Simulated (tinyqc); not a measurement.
Inside a calculation. Method: plane-wave Kohn-Sham cycle with exchange-only LDA in a layered model solid. Computed by tinyqc, a small Python program that keeps every step. Settings: points = 16, plane-wave index or count = 2, electrons = 4, k points = 4, area = 16.0, mixing = 0.5, iteration cap = 52. Command: `OMP_NUM_THREADS=1 python tinyqc.py 30261 30262 out.jsonl` (the two numbers bound the seeds that draw the settings). One thread of a shared host (Intel(R) Xeon(R) Processor @ 2.60GHz), about 0.04 s of CPU time with the checks.

A solid whose potential varies along x alone (atomic units):
```
parameter,value
period a,12.600000
cross-section of the cell,16.000000
electrons per cell,4
grid points,16
"plane waves -n..n, n",2
k points,4
V1 in V1 cos(2 pi x/a),-0.260000
V2 in V2 cos(4 pi x/a),0.140000
```

Stop when sqrt(dV sum R^2) is below 1e-8, dV = a A/N.

Course of the cycle:
```
iteration,E (hartree),norm of the residual
1,-0.99085075,1.87e-01
2,-0.93261473,1.98e-01
3,-1.04195943,2.05e-01
4,-1.00061875,2.26e-01
5,-1.13421615,2.28e-01
6,-1.01297476,2.30e-01
7,-1.14041190,2.30e-01
8,-1.01241958,2.29e-01
9,-1.13889346,2.29e-01
10,-1.01222381,2.29e-01
11,-1.13869252,2.29e-01
...,...,...
42,-1.01222159,2.29e-01
43,-1.13870188,2.29e-01
44,-1.01222159,2.29e-01
45,-1.13870188,2.29e-01
46,-1.01222159,2.29e-01
47,-1.13870188,2.29e-01
48,-1.01222159,2.29e-01
49,-1.13870188,2.29e-01
50,-1.01222159,2.29e-01
51,-1.13870188,2.29e-01
52,-1.01222159,2.29e-01
```

Can the last value be used, and what does the course show?

Not by the stop rule. Not converged within 52 iterations: the residual has stopped falling: the iteration swings between two states. Reruns (cap 100 unless said): mixing 0.1: not converged; mixing 0.5, Kerker q0 1.0: converged in 43 (E = -0.76124); mixing 0.3, Pulay depth 5: converged in 11 (E = -0.76124); the original settings with a cap of 400: not converged.
